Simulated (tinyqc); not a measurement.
# Hot electrons in a saturated n-channel MOSFET, lucky-electron model: effects of single changes

Beyond pinch-off the lateral field grows as Esat cosh(y/l) over the velocity-saturated region (pseudo-two-dimensional model). Impact ionisation in this region gives the substrate current, which biases the body forward through Rsub. Currents are per width. Local-field laws: they overstate ionisation when the field peak is narrower than an energy relaxation length.

Values chosen for this exercise; values close to those of silicon n-channel devices:
```
symbol  value        unit                                   meaning
L         0.5          um                            channel length
tox       9.1          nm                           oxide thickness
xj        130          nm                            junction depth
VT       0.73           V                                 threshold
mu        250  cm^2/(V s)                        effective mobility
vs      7.4e6        cm/s                       saturation velocity
Ai        2e6        1/cm                      ionisation prefactor
Bi       1.66       MV/cm                          ionisation field
Rd        200      ohm um     resistance of the lightly doped drain
Rsub     8900      ohm um                      substrate resistance
kb       0.32              fall of VT per volt of forward body bias
m           3                                     lifetime exponent
Hl      14000     s uA/um                         lifetime constant
Vd        3.3           V                             drain voltage
Vg        1.8           V                              gate voltage
```

Constants: eps0 = 8.8541878128e-14 F/cm where lengths are in cm. Results are converted to the units shown.

Each table varies one quantity; the others keep the values above.

## Effect of the channel length

Cox = 3.9 eps0/tox, l = sqrt(3 tox xj), Esat = 2 vs/mu. Overdrive g = Vg - VT + kb Vb; Vdsat = g Esat L/(g + Esat L); Id = Cox vs (g - Vdsat); dV = Vd - Id Rd - Vdsat; Em = sqrt((dV/l)^2 + Esat^2); Isub = Id (Ai/Bi) l Em exp(-Bi/Em). Vb = Rsub Isub is solved self-consistently. Lifetime tau = (Hl/Id)(Isub/Id)^(-m); 1 year = 3.15576e7 s.

Results:

| L (um) | Id (uA/um) | Em (MV/cm) | Isub (uA/um) | Isub/Id | tau (years) |
|---|---|---|---|---|---|
| 0.25 | 131.6 | 0.4476 | 10.36 | 0.07871 | 0.006913 |
| 0.5 | 81.57 | 0.4222 | 4.847 | 0.05942 | 0.02592 |
| 0.71 | 61.92 | 0.4120 | 3.257 | 0.05260 | 0.04924 |
| 1 | 46.49 | 0.4039 | 2.211 | 0.04755 | 0.08876 |
| 1.4 | 34.62 | 0.3976 | 1.518 | 0.04386 | 0.1519 |
| 2 | 25.03 | 0.3925 | 1.026 | 0.04100 | 0.2572 |

Estimate the missing row, L = 0.35 um.

Computed row:

| L (um) | Id (uA/um) | Em (MV/cm) | Isub (uA/um) | Isub/Id | tau (years) |
|---|---|---|---|---|---|
| 0.35 | 105.6 | 0.4345 | 7.219 | 0.06836 | 0.01315 |

With this row back in the table: As L goes from 0.25 to 2 um, Em falls from 0.448 to 0.392 MV/cm, Isub falls from 10.4 to 1.03 uA/um and tau rises from 0.00691 to 0.257 years. From the first row to the last, log10(tau) changes by 1.6: 0.85 from (Isub/Id)^(-m), which holds Em and l, and 0.72 from 1/Id. At L = 0.25 um the saturated region takes over 60 % of L, so using the full L in Vdsat is rough.

## Effect of the junction depth

Same model as above.

Effect of the junction depth:

| xj (nm) | Id (uA/um) | Em (MV/cm) | Isub (uA/um) | Isub/Id | tau (years) |
|---|---|---|---|---|---|
| 52 | 87.59 | 0.6569 | 20.87 | 0.2383 | 3.745e-4 |
| 71 | 84.81 | 0.5656 | 13.52 | 0.1594 | 0.001291 |
| 96 | 82.88 | 0.4890 | 8.384 | 0.1012 | 0.005172 |
| 130 | 81.57 | 0.4222 | 4.847 | 0.05942 | 0.02592 |
| 180 | 80.68 | 0.3607 | 2.465 | 0.03055 | 0.1928 |
| 240 | 80.23 | 0.3140 | 1.243 | 0.01549 | 1.487 |
| 320 | 79.99 | 0.2737 | 0.5720 | 0.007151 | 15.17 |

What does the comparison show?

As xj goes from 52 to 320 nm, Em falls from 0.657 to 0.274 MV/cm, Isub falls from 20.9 to 0.572 uA/um and tau rises from 3.74e-4 to 15.2 years. From the first row to the last, log10(tau) changes by 4.6: 4.6 from (Isub/Id)^(-m), which holds Em and l, and 0.039 from 1/Id. For xj = 52 to 96 nm Isub/Id passes 0.1, where multiplication of the secondary carriers, left out here, counts.

## Effect of the drain voltage

Same model as above.

Effect of the drain voltage:

| Vd (V) | Id (uA/um) | Em (MV/cm) | Isub (uA/um) | Isub/Id | tau (years) |
|---|---|---|---|---|---|
| 2 | 79.79 | 0.2096 | 0.04370 | 5.477e-4 | 3.384e4 |
| 2.24 | 79.84 | 0.2485 | 0.1789 | 0.002240 | 494.1 |
| 2.49 | 79.97 | 0.2893 | 0.5355 | 0.006696 | 18.48 |
| 2.73 | 80.22 | 0.3287 | 1.213 | 0.01512 | 1.600 |
| 2.97 | 80.64 | 0.3681 | 2.344 | 0.02907 | 0.2239 |
| 3.21 | 81.27 | 0.4075 | 4.043 | 0.04975 | 0.04434 |
| 3.46 | 82.19 | 0.4484 | 6.524 | 0.07938 | 0.01079 |
| 3.7 | 83.37 | 0.4875 | 9.685 | 0.1162 | 0.003395 |

As Vd goes from 2 to 3.7 V, Em rises from 0.210 to 0.487 MV/cm, Isub rises from 0.0437 to 9.68 uA/um and tau falls from 33800 to 0.00339 years. The slope of ln(tau) against 1/Vd is 78.9 V between the first two rows and 61.7 V between the last two; ten years are last met at Vd = 2.49 V among the rows. At Vd = 3.7 V Isub/Id passes 0.1, where multiplication of the secondary carriers, left out here, counts. At Vd = 2 V tau is a far extrapolation that only says that hot carriers are no limit.

Numbers from tinyqc (`OMP_NUM_THREADS=1 python tinyqc.py 2550125 2550126 out.jsonl`; about 0.01 s on one thread of a shared Intel Xeon 2.30GHz).
